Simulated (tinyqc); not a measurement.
Inside a calculation. Method: UHF in the sto-3g basis, for H4, spin multiplicity 1. This run ends on a higher stationary point, not on the lowest solution. Computed by tinyqc, a small Python program that keeps every step (integrals from PySCF). Settings: charge = 0, multiplicity = 1, basis = sto-3g, energy threshold = 1e-10, iteration cap = 75, orthogonalisation = canonical, start = core, DIIS depth = 8, method = UHF, break = 0.2. Command: `OMP_NUM_THREADS=1 python tinyqc.py 29455 29456 out.jsonl` (the two numbers bound the seeds that draw the settings). One thread of a shared host (Intel(R) Xeon(R) Processor @ 2.60GHz), about 0.09 s of CPU time with the checks.

Geometry (angstrom):
```
atom,x,y,z
H,0.00000,0.00000,0.00000
H,0.00000,0.00000,1.26400
H,0.00000,1.57400,0.00000
H,0.00000,1.57400,1.26400
```

Stop when the energy changes by less than 1e-10 hartree and every element of the error matrix X^T (F D S - S D F) X (for each spin) is below 3e-06.

Course of the cycle:
```
iteration,E (hartree),change,largest element of the error matrix
1,-1.8911465,-,5.48e-02
2,-1.9014848,-1.03e-02,3.23e-02
3,-1.9128796,-1.14e-02,2.92e-02
4,-1.9107969,2.08e-03,3.54e-02
5,-1.8889761,2.18e-02,1.21e-03
6,-1.8889580,1.81e-05,5.55e-04
7,-1.8889553,2.77e-06,3.41e-04
8,-1.8889544,8.17e-07,2.39e-04
9,-1.8889541,3.28e-07,1.81e-04
10,-1.8889547,-6.23e-07,2.60e-04
11,-1.8889541,6.14e-07,1.62e-04
12,-1.8889537,4.00e-07,3.41e-05
13,-1.8889537,1.89e-08,8.46e-09
14,-1.8889537,0.00000,7.23e-10
```

Can the last value be used, and what does the course show?

No, though the log alone does not show it. Converged in 14 iterations. But the solution lies 0.05890 hartree above the reference: it is another stationary point, not the lowest one. Reruns (cap 100 unless said): damping 0.5: converged in 63; level shift 0.5: converged in 52; atomic densities as start, DIIS 8: converged in 3 to a higher stationary point. PySCF UHF in the same basis, after a stability check = -1.9478586 hartree.
